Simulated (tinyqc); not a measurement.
Inside a calculation. Method: plane-wave Kohn-Sham cycle with exchange-only LDA in a layered model solid. Computed by tinyqc, a small Python program that keeps every step. Settings: points = 16, plane-wave index or count = 3, electrons = 2, k points = 3, area = 12.0, mixing = 0.1, iteration cap = 60. Command: `OMP_NUM_THREADS=1 python tinyqc.py 31587 31588 out.jsonl` (the two numbers bound the seeds that draw the settings). One thread of a shared host (Intel(R) Xeon(R) Processor @ 2.60GHz), about 0.02 s of CPU time with the checks. Later iterations appear only in the table of the cycle.

## Iteration 1: potential

A solid whose potential varies along x alone (atomic units):

| parameter | value |
|---|---|
| period a | 8.500000 |
| cross-section of the cell | 12.000000 |
| electrons per cell | 2 |
| grid points | 16 |
| plane waves -n..n, n | 3 |
| k points | 3 |
| V1 in V1 cos(2 pi x/a) | -0.350000 |

density at the start, on the grid x_j = j a/N (e/bohr^3): 0.01960784  0.01960784  0.01960784  0.01960784  0.01960784  0.01960784  0.01960784  0.01960784  0.01960784  0.01960784  0.01960784  0.01960784  0.01960784  0.01960784  0.01960784  0.01960784

V_H(G) = 4 pi rho(G)/G^2 for G != 0 (uniform background); v_x = -(3 rho/pi)^(1/3); V = V_ext + V_H + v_x; Fourier components f(G_m) = (1/N) sum_j f(x_j) exp(-i G_m x_j).

Potentials on the grid (hartree):

| x | V_ext | V_H | v_x | V |
|---|---|---|---|---|
| 0.000000 | -0.350000 | 0.000000 | -0.265542 | -0.615542 |
| 0.531250 | -0.323358 | 0.000000 | -0.265542 | -0.588900 |
| 1.062500 | -0.247487 | 0.000000 | -0.265542 | -0.513030 |
| 1.593750 | -0.133939 | 0.000000 | -0.265542 | -0.399482 |
| 2.125000 | 0 | 0.000000 | -0.265542 | -0.265542 |
| 2.656250 | 0.133939 | 0.000000 | -0.265542 | -0.131603 |
| 3.187500 | 0.247487 | 0.000000 | -0.265542 | -0.018055 |
| 3.718750 | 0.323358 | 0.000000 | -0.265542 | 0.057816 |
| 4.250000 | 0.350000 | 0.000000 | -0.265542 | 0.084458 |
| 4.781250 | 0.323358 | 0.000000 | -0.265542 | 0.057816 |
| 5.312500 | 0.247487 | 0.000000 | -0.265542 | -0.018055 |
| 5.843750 | 0.133939 | 0.000000 | -0.265542 | -0.131603 |
| 6.375000 | 0 | 0.000000 | -0.265542 | -0.265542 |
| 6.906250 | -0.133939 | 0.000000 | -0.265542 | -0.399482 |
| 7.437500 | -0.247487 | 0.000000 | -0.265542 | -0.513030 |
| 7.968750 | -0.323358 | 0.000000 | -0.265542 | -0.588900 |

V(G_m), m = 0, 1, 2, ... (hartree): -0.265542  -0.175000  0.000000  0.000000  0.000000  0.000000  0.000000

## Iteration 1: Hamiltonian at one k

k = 0.000000 2 pi / a

H(m,m') = (k + G_m)^2/2 delta + V(G_m - G_m'), with V(-G) = V(G).

H (hartree):
```
           -3         -2         -1         +0         +1         +2         +3
-3   2.193321  -0.175000   0.000000   0.000000   0.000000   0.000000   0.000000
-2  -0.175000   0.827286  -0.175000   0.000000   0.000000   0.000000   0.000000
-1   0.000000  -0.175000   0.007665  -0.175000   0.000000   0.000000   0.000000
+0   0.000000   0.000000  -0.175000  -0.265542  -0.175000   0.000000   0.000000
+1   0.000000   0.000000   0.000000  -0.175000   0.007665  -0.175000   0.000000
+2   0.000000   0.000000   0.000000   0.000000  -0.175000   0.827286  -0.175000
+3   0.000000   0.000000   0.000000   0.000000   0.000000  -0.175000   2.193321
```

## Iteration 1: levels at that k

Diagonalise the Hermitian matrix.

eigenvalues (hartree): -0.418250  -0.028698  0.121566  0.841367  0.843808  2.215603  2.215605

## Iteration 1: new density

Motion across x is left out: the lowest 1 band(s) hold two electrons at each of the k points (j + 1/2)/nk - 1/2. Residual R = rho(out) - rho(in); rho(new) = rho(in) + 0.1 R. rho(out) = 2/(a A nk) sum |psi|^2 with psi = sum c exp(i G x). Harris energy E = band energy - dV sum rho (V_H/2 + v_x) + (3/4) dV sum rho v_x with rho(in), dV = a A/N, band energy = (2/nk) sum of the filled levels.

rho(out) (e/bohr^3): 0.05772924  0.05162013  0.03706365  0.02166342  0.01056748  0.00446508  0.00172276  0.00068274  0.00042574  0.00068274  0.00172276  0.00446508  0.01056748  0.02166342  0.03706365  0.05162013

density after iteration 1 (e/bohr^3): 0.02341998  0.02280907  0.02135342  0.01981340  0.01870381  0.01809357  0.01781933  0.01771533  0.01768963  0.01771533  0.01781933  0.01809357  0.01870381  0.01981340  0.02135342  0.02280907

energy per cell = -0.69883280 hartree

## Iteration 2: potential

As before.

Potentials on the grid (hartree):

| x | V_ext | V_H | v_x | V |
|---|---|---|---|---|
| 0.000000 | -0.350000 | 0.067499 | -0.281743 | -0.564243 |
| 0.531250 | -0.323358 | 0.060926 | -0.279271 | -0.541703 |
| 1.062500 | -0.247487 | 0.043256 | -0.273199 | -0.477431 |
| 1.593750 | -0.133939 | 0.019415 | -0.266467 | -0.380991 |
| 2.125000 | 0 | -0.005290 | -0.261397 | -0.266687 |
| 2.656250 | 0.133939 | -0.026940 | -0.258523 | -0.151523 |
| 3.187500 | 0.247487 | -0.043318 | -0.257210 | -0.053040 |
| 3.718750 | 0.323358 | -0.053402 | -0.256708 | 0.013248 |
| 4.250000 | 0.350000 | -0.056796 | -0.256584 | 0.036620 |
| 4.781250 | 0.323358 | -0.053402 | -0.256708 | 0.013248 |
| 5.312500 | 0.247487 | -0.043318 | -0.257210 | -0.053040 |
| 5.843750 | 0.133939 | -0.026940 | -0.258523 | -0.151523 |
| 6.375000 | 0 | -0.005290 | -0.261397 | -0.266687 |
| 6.906250 | -0.133939 | 0.019415 | -0.266467 | -0.380991 |
| 7.437500 | -0.247487 | 0.043256 | -0.273199 | -0.477431 |
| 7.968750 | -0.323358 | 0.060926 | -0.279271 | -0.541703 |

V(G_m), m = 0, 1, 2, ... (hartree): -0.265242  -0.150130  0.000718  -0.000089  -0.000003  0.000003  0.000001

## Iteration 2: Hamiltonian at one k

k = 0.000000 2 pi / a

As before.

H (hartree):
```
           -3         -2         -1         +0         +1         +2         +3
-3   2.193621  -0.150130   0.000718  -0.000089  -0.000003   0.000003   0.000001
-2  -0.150130   0.827586  -0.150130   0.000718  -0.000089  -0.000003   0.000003
-1   0.000718  -0.150130   0.007965  -0.150130   0.000718  -0.000089  -0.000003
+0  -0.000089   0.000718  -0.150130  -0.265242  -0.150130   0.000718  -0.000089
+1  -0.000003  -0.000089   0.000718  -0.150130   0.007965  -0.150130   0.000718
+2   0.000003  -0.000003  -0.000089   0.000718  -0.150130   0.827586  -0.150130
+3   0.000001   0.000003  -0.000003  -0.000089   0.000718  -0.150130   2.193621
```

## Iteration 2: levels at that k

As before.

eigenvalues (hartree): -0.385246  -0.019632  0.100288  0.838031  0.839544  2.210057  2.210058

## Iteration 2: new density

As before.

rho(out) (e/bohr^3): 0.05501770  0.04966760  0.03669095  0.02246589  0.01166438  0.00531374  0.00223768  0.00098415  0.00065901  0.00098415  0.00223768  0.00531374  0.01166438  0.02246589  0.03669095  0.04966760

density after iteration 2 (e/bohr^3): 0.02657975  0.02549492  0.02288718  0.02007865  0.01799986  0.01681558  0.01626117  0.01604221  0.01598657  0.01604221  0.01626117  0.01681558  0.01799986  0.02007865  0.02288718  0.02549492

energy per cell = -0.63489580 hartree

## Convergence

Stop when sqrt(dV sum R^2) is below 1e-8, dV = a A/N.

Course of the cycle:

| iteration | E (hartree) | norm of the residual |
|---|---|---|
| 1 | -0.69883280 | 2.03e-01 |
| 2 | -0.63489580 | 1.73e-01 |
| 3 | -0.58757164 | 1.45e-01 |
| 4 | -0.55365114 | 1.20e-01 |
| 5 | -0.53017872 | 9.80e-02 |
| 6 | -0.51455612 | 7.85e-02 |
| 7 | -0.50458586 | 6.16e-02 |
| 8 | -0.49849338 | 4.77e-02 |
| 9 | -0.49492547 | 3.64e-02 |
| 10 | -0.49291610 | 2.76e-02 |
| 11 | -0.49182173 | 2.11e-02 |
| ... | ... | ... |
| 50 | -0.49060866 | 1.95e-04 |
| 51 | -0.49060866 | 1.75e-04 |
| 52 | -0.49060866 | 1.57e-04 |
| 53 | -0.49060866 | 1.41e-04 |
| 54 | -0.49060865 | 1.27e-04 |
| 55 | -0.49060865 | 1.14e-04 |
| 56 | -0.49060865 | 1.02e-04 |
| 57 | -0.49060865 | 9.15e-05 |
| 58 | -0.49060865 | 8.21e-05 |
| 59 | -0.49060865 | 7.37e-05 |
| 60 | -0.49060865 | 6.62e-05 |

Not converged within 60 iterations: the residual falls steadily but slowly, by a factor of about 0.90 a step. Reruns (cap 100 unless said): mixing 0.5, Kerker q0 1.0: converged in 43 (E = -0.49061); mixing 0.3, Pulay depth 5: converged in 12 (E = -0.49061); the original settings with a cap of 400: converged in 142 (E = -0.49061).
